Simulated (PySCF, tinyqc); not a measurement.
CIS on RHF in the sto-6g basis, for H3-, spin multiplicity 1, step by step. The basis has no diffuse functions, so it cannot describe the extra electron: this is an exercise in the method, not the real anion. The lowest restricted solution is unstable here: a spin-polarised one lies 0.0045 hartree lower (PySCF). One step of it, computed by the program tinyqc.

Question. CIS matrix, triplets. A(ia,jb) = (e_a - e_i) d_ij d_ab - (ij|ab).

orbital energies (hartree): MO1 -0.121791, MO2 0.325282, MO3 0.881159

Two-electron integrals over orbitals (pq|rs), unique and non-zero (hartree):
```
(11|11) 0.554687    (21|11) -0.000019   (21|21) 0.136121    (22|11) 0.497756
(22|21) 0.000025    (22|22) 0.581771    (31|11) 0.057473    (31|21) 0.000011
(31|22) -0.076769   (31|31) 0.147946    (32|11) 0.000017    (32|21) -0.121355
(32|22) -0.000025   (32|31) -0.000010   (32|32) 0.122556    (33|11) 0.555371
(33|21) -0.000016   (33|22) 0.488551    (33|31) 0.087488    (33|32) 0.000016
(33|33) 0.592572
```

Give: CIS matrix A, triplet.

Answer.

CIS matrix A, triplet (hartree):
```
        1>3     2>3
1>3  0.4476  0.0000
2>3  0.0000  0.0673
```
